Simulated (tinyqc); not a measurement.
## Trap density from one capacitance

Inverse problem. Traps spread evenly through the insulator exchange electrons with the semiconductor by tunnelling, with tau(x) = t0 exp(2 ka x) at depth x from the interface. The admittance per area Y seen at depth x obeys dY/dx = -Y^2/(i w eps0 eox) + q Nb ln(1 + i w tau)/tau, with Y(0) = i w Cs and w = 2 pi f; the gate sees Y(tox) = G + i w C. Working variable y = Y/(i w), in uF/cm^2. Cox = eps0 eox/tox. Find Nb and G/w.

Inputs (values chosen for the exercise): relative permittivity of the insulator eox = 8.86; insulator thickness tox = 8.5 nm; semiconductor capacitance in accumulation Cs = 3.6 uF/cm^2; decay constant of the wave function in the insulator ka = 5.7 1/nm; time constant of a trap at the interface t0 = 1e-11 s; frequency f = 10000 Hz.

Constants: q = 1.602176634e-19 C, eps0 = 8.8541878128e-14 F/cm where lengths are in cm. Results are converted to the units shown.

C = 0.81050414 uF/cm^2

Answer. C rises steadily with Nb, so one density matches; in practice ka and t0 must come from the frequency dependence.

Nb = 6.40e19 cm^-3 eV^-1
G/w = 0.00965 uF/cm^2

Computed by the program tinyqc: `OMP_NUM_THREADS=1 python tinyqc.py 2202226 2202227 out.jsonl`, one thread of a shared Intel Xeon 2.30GHz, about 0.6 s for the whole run.
